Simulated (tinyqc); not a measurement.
Wider gaps screen less: band offset of a heterojunction with an interface dipole (two-band chains, self-consistent charge).

Sites alternate A, C. Left: A at -G1/2, C at +G1/2, hopping -t1; right: A at D - G2/2, C at D + G2/2, hopping -t2; the bonds across the two interfaces of a ring (C left to A right, C right to A left) have -sqrt(t1 t2). D is the offset of the mid-gaps, so Ev(right) - Ev(left) = D - (G2 - G1)/2 and Ec(right) - Ec(left) = D + (G2 - G1)/2. The closing bond has its sign reversed (antiperiodic ring). Half the levels are filled with two electrons each. The charge moved is q = (electrons on the left) less one a site; the mean over the two interfaces, q/2, is taken as the charge that crosses each, and its dipole opposes the offset: D = D0 - u q/2.

From here on the ring has 24 cells a side.

Values chosen for the exercise (gaps near those of InGaAs and InP; the chains and D0 are free models, so the offsets are not those of the real pair; the results hold for these values, not for the real material):
- G1 = 0.74 eV (gap on the left)
- t1 = 2.26 eV (hopping on the left)
- t2 = 2.22 eV (hopping on the right)
- u = 3.4 eV (potential step per electron moved across)

G2 is varied. chi = (q(+0.01) - q(-0.01))/0.02 at D = 0, S = 1/(1 + u chi/2).

Against G2:

| G2 (eV) | chi (1/eV) | S |
|---|---|---|
| 0.7 | 0.73426 | 0.4448 |
| 1.1 | 0.58056 | 0.5033 |
| 1.5 | 0.48215 | 0.5496 |
| 2.3 | 0.35880 | 0.6211 |
| 3.4 | 0.25967 | 0.6937 |
| 5.5 | 0.15690 | 0.7894 |
| 7.0 | 0.11450 | 0.8371 |
| 9.0 | 0.07798 | 0.8829 |

chi falls from 0.7343 to 0.0780 1/eV, a factor 9.4, and S rises from 0.445 to 0.883: charge crosses through the tails of states that tunnel into the other gap, and these shorten as the gap widens. u is kept fixed, though a wider gap also screens less and would raise it.

Program tinyqc; command `OMP_NUM_THREADS=1 python tinyqc.py 1481160 1481161 out.jsonl`; about 0.3 s on one thread of a shared Intel(R) Xeon(R) Processor @ 2.30GHz.
